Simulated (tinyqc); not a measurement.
Five-level k.p model folded onto the conduction band: one step. Exact folding onto c. Three cases, with inputs chosen for the exercise.

Question. Solve E = H_cc + S(E), S(E) = sum_j H_cj^2/(E - H_jj), from E = H_cc, by plain substitution and by Newton steps on E - H_cc - S(E). The weight of c in the state is Z = 1/(1 - dS/dE). The exact level is the third eigenvalue of H from below.

Give: Iterates (eV); exact level; Z.

Case 1.

H (eV), lower triangle:
```
               c  lh          so      G8 up      G7 up
c      1.5705054
lh     0.5904887   0
so     0.4175385   0  -0.8950000
G8 up  0.1766279   0           0  5.6100000
G7 up  0.1248948   0           0          0  5.3200000
```

Answer.

Iterates (eV):
```
step  substitution   Newton
0          1.57051  1.57051
1          1.85135  1.80991
2          1.80952  1.81436
3          1.81500  1.81436
4          1.81427  1.81436
5          1.81437  1.81436
6          1.81436  1.81436
7          1.81436  1.81436
```

exact level = 1.81436 eV
Z = 0.8825

Substitution multiplies the error by about dS/dE = 1 - 1/Z = -0.133 a step, so it alternates; after 7 steps it is off by 2.0e-07 eV, while Newton is within 1e-5 eV from step 2 on.

Case 2.

H (eV), lower triangle:
```
               c  lh          so      G8 up      G7 up
c      2.7878532
lh     1.1600698   0
so     0.8202932   0  -0.3800000
G8 up  0.3100417   0           0  7.3900000
G7 up  0.2192326   0           0          0  7.2900000
```

Answer.

Iterates (eV):
```
step  substitution   Newton
0          2.78785  2.78785
1          3.45142  3.31994
2          3.31646  3.33639
3          3.33998  3.33640
4          3.33576  3.33640
5          3.33651  3.33640
6          3.33638  3.33640
7          3.33640  3.33640
```

exact level = 3.33640 eV
Z = 0.8485

Substitution multiplies the error by about dS/dE = 1 - 1/Z = -0.179 a step, so it alternates; after 7 steps it is off by 3.6e-06 eV, while Newton is within 1e-5 eV from step 3 on.

Case 3.

H (eV), lower triangle:
```
               c  lh          so      G8 up      G7 up
c      0.4168440
lh     0.1637068   0
so     0.1157582   0  -0.3880000
G8 up  0.0822280   0           0  4.6300000
G7 up  0.0581440   0           0          0  4.4500000
```

Answer.

Iterates (eV):
```
step  substitution   Newton
0          0.41684  0.41684
1          0.49534  0.48362
2          0.48363  0.48497
3          0.48515  0.48497
4          0.48495  0.48497
5          0.48497  0.48497
6          0.48497  0.48497
7          0.48497  0.48497
```

exact level = 0.48497 eV
Z = 0.8833

Substitution multiplies the error by about dS/dE = 1 - 1/Z = -0.132 a step, so it alternates; after 7 steps it is off by 5.4e-08 eV, while Newton is within 1e-5 eV from step 2 on.

Computed by tinyqc, one run a case: `OMP_NUM_THREADS=1 python tinyqc.py N N+1 out.jsonl` with N = 1081488, 1081520, 1081536; one thread of a shared Intel(R) Xeon(R) Processor @ 2.30GHz, about 0.01 s a run at most.
